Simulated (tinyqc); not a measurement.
From results to parameters: Luttinger model of the valence bands. Computed by the program tinyqc.

Problem. In the four-band Luttinger model 1/m = g1 -/+ 2 g2 along [100] and g1 -/+ 2 g3 along [111]. Find g1, g2, g3 and the light hole mass along [111].

heavy and light hole masses along [100] (electron masses): 0.200401  0.036245
heavy hole mass along [111] = 0.211416 electron masses

Solution. The mean of the two inverse masses along [100] is g1 and a quarter of their difference is g2; g3 = (g1 - 1/m_hh[111])/2.

g1, g2, g3: 16.290  5.650  5.780
light hole mass along [111] = 0.0359 electron masses
